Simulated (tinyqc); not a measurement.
Ewald sum of point charges, displaced rock salt, strained along z by a factor 1.01, lattice, step by step. Computed by tinyqc, a small Python program that keeps every step. Command: `OMP_NUM_THREADS=1 python tinyqc.py 28702 28703 out.jsonl` (the two numbers bound the seeds that draw the settings). One thread of a shared host (Intel(R) Xeon(R) Processor @ 2.60GHz), about 0.07 s of CPU time with the checks.

## Ewald sum with eta = 0.369 1/bohr

cell vectors (rows) (bohr):
```
,1,2,3
1,0.000000,5.425000,5.479000
2,5.425000,0.000000,5.479000
3,5.425000,5.425000,0.000000
```

Charges:
```
q,f1,f2,f3
2.000000,0.000000,0.000000,0.000000
-2.000000,0.430000,0.560000,0.500000
```

Real space: 1/2 sum q_i q_j erfc(eta r)/r over all images with r > 0; reciprocal space: (2 pi/V) sum_(G != 0) exp(-G^2/4 eta^2)/G^2 |S(G)|^2 with S(G) = sum q exp(i G.r); self term -eta/sqrt(pi) sum q^2; background -pi Q^2/(2 V eta^2), Q the total charge.

Real-space shells (first ones):
```
r (bohr),pairs,sum (hartree)
5.056036,2,-0.006589
5.113914,2,-0.005956
5.447221,2,-0.003286
5.556347,2,-0.002690
5.763286,2,-0.001828
5.814127,2,-0.001660
7.672109,8,0.000130
7.710387,16,0.000238
8.993414,2,-1.20e-06
9.059927,2,-1.00e-06
9.377892,2,-4.22e-07
9.440449,2,-3.55e-07
```

Reciprocal shells (first ones that count):
```
G^2 (1/bohr^2),vectors,sum (hartree)
0.999477,8,0.389879
1.315095,2,0.000042
1.341406,4,0.003274
2.656501,8,0.000302
2.682812,4,0.000268
3.629667,8,0.000856
3.682289,16,0.001412
3.997907,8,0.000032
5.260380,2,2.99e-08
5.365624,4,1.94e-06
6.312479,16,0.000007
6.365101,8,2.74e-06
```

## The total does not depend on eta

The same sums for other eta.

Totals (hartree per cell):
```
eta,real,reciprocal,self,background,total
0.369000,-0.021645,0.396077,-1.665488,0.000000,-1.29105540
0.439000,-0.003887,0.694265,-1.981434,0.000000,-1.29105540
0.618000,-0.000017,1.498315,-2.789353,0.000000,-1.29105540
```

shortest distance = 5.056036 bohr

Madelung constant -E d / (formula units |q+ q-|) = 1.631906
